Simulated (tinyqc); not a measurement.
## Metal gate on a two-layer dielectric stack with fixed charge and a dipole: flat band against the thickness t2

Gate, layer 2, layer 1, p-type semiconductor; x runs from the gate inwards. Charges are counted in units of +q. psi is the band bending at the surface, positive towards inversion. Classical charge, Boltzmann statistics, no interface traps.

EOT = 3.9 (t1/e1 + t2/e2), Cox = eps0/(t1/e1 + t2/e2); phi_ms = pM - (chi + Eg - Vt ln(Nv/Na)). Vfb = phi_ms + Vd - (q/eps0) [Q1 (t1/e1 + t2/e2) + Q2 t2/e2 + r1 (t1^2/(2 e1) + t1 t2/e2) + r2 t2^2/(2 e2)]: each charge counts with its electrical distance from the gate. ni = sqrt(Nc Nv) exp(-Eg/(2 Vt)), Eg in volts, pB = Vt ln(Na/ni), Vth = Vfb + 2 pB + sqrt(4 q eps0 eps_r Na pB)/Cox.

Values chosen for this exercise; band and dielectric values close to those of silicon, layer 1 close to silicon dioxide, layer 2 close to hafnium oxide:
- T = 300 K (temperature)
- Eg = 1.14 eV (band gap)
- eps_r = 11.8 (relative permittivity)
- Nc = 2.78e19 cm^-3 (conduction-band density of states at T)
- Nv = 2.68e19 cm^-3 (valence-band density of states at T)
- chi = 4.08 eV (electron affinity)
- Na = 7.4e16 cm^-3 (acceptor density)
- pM = 4.2 eV (work function of the gate metal)
- t1 = 0.6 nm (thickness of layer 1, next to the semiconductor)
- e1 = 3.83 (relative permittivity of layer 1)
- e2 = 21.5 (relative permittivity of layer 2)
- Q1 = 3.3e11 cm^-2 (fixed charge at the semiconductor interface)
- Q2 = 3.1e11 cm^-2 (fixed charge between the layers)
- r1 = 1.8e18 cm^-3 (uniform charge density in layer 1)
- r2 = 0 cm^-3 (uniform charge density in layer 2)
- Vd = 0.28 V (flat-band shift by a dipole layer between the layers)

Constants: q = 1.602176634e-19 C, kB = 1.380649e-23 J/K, Vt = kB T/q, eps0 = 8.8541878128e-14 F/cm where lengths are in cm. Results are converted to the units shown.

Flat band against the thickness t2:

| t2 (nm) | EOT (nm) | Vfb (V) | Vth (V) |
|---|---|---|---|
| 1 | 0.7924 | -0.6049 | 0.2625 |
| 2.3 | 1.028 | -0.6130 | 0.2642 |
| 3.6 | 1.264 | -0.6212 | 0.2658 |
| 4.9 | 1.500 | -0.6294 | 0.2674 |
| 6.1 | 1.717 | -0.6370 | 0.2690 |
| 7.4 | 1.953 | -0.6451 | 0.2706 |
| 8.7 | 2.189 | -0.6533 | 0.2722 |
| 10 | 2.425 | -0.6615 | 0.2739 |

Vfb falls from -0.605 to -0.662 V and Vth rises from 0.263 to 0.274 V. The slope dVfb/dEOT is -34.7 mV/nm between the first two rows and -34.7 between the last two: a straight line, set by the charge below the growing layer, which reads as 7.48e11 cm^-2. A line through the end rows meets EOT = 0 at -0.577 V, against phi_ms + Vd = -0.588 V; an effective work function read from it is off by 290 mV from pM.

Numbers from tinyqc (`OMP_NUM_THREADS=1 python tinyqc.py 2010065 2010066 out.jsonl`; about 0.01 s on one thread of a shared Intel Xeon 2.30GHz).
